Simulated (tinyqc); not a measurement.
Length of a polyene: Hueckel, PPP and singles CI along the polyenes. Computed by the program tinyqc. Hueckel uses the same beta without repulsion; CIS keeps all single excitations and so misses the low, doubly excited 2Ag state. W is the valence ionisation energy of a centre, MN the Mataga-Nishimoto formula, f the oscillator strength.

All-trans chains of carbon centres 1.40 angstrom apart:
```
parameter                               value
beta (eV), times 1 +/- alternation  -2.400000
alternation                                 0
W (eV)                              11.160000
gamma_rr (eV)                        9.530000
repulsion formula                        Ohno
```

Gaps and excitations (eV):
```
centres  Hueckel gap  PPP orbital gap  bright singlet (CIS)      f  lowest triplet (CIS)
2              4.800           11.791                 6.070  0.520                 3.530
4              2.967            9.122                 4.658  1.022                 2.299
8              1.667            6.895                 3.277  1.884                 1.372
10             1.366            6.324                 2.886  2.251                 1.166
12             1.157            5.915                 2.595  2.581                 1.030
14             1.003            5.610                 2.371  2.881                 0.934
```

Estimate the missing row, centres = 6.

Computed row:
```
centres  Hueckel gap  PPP orbital gap  bright singlet (CIS)      f  lowest triplet (CIS)
6              2.136            7.742                 3.826  1.475                 1.703
```

The Hueckel gap tends to 4 x alternation x |beta| = 0.00 eV for long chains (zero without alternation, falling as 1/N). Exchange opens the PPP orbital gap, and the attraction of electron and hole brings the bright state 3.24 eV below it at 14 centres; the triplet lies 1.44 eV lower still.
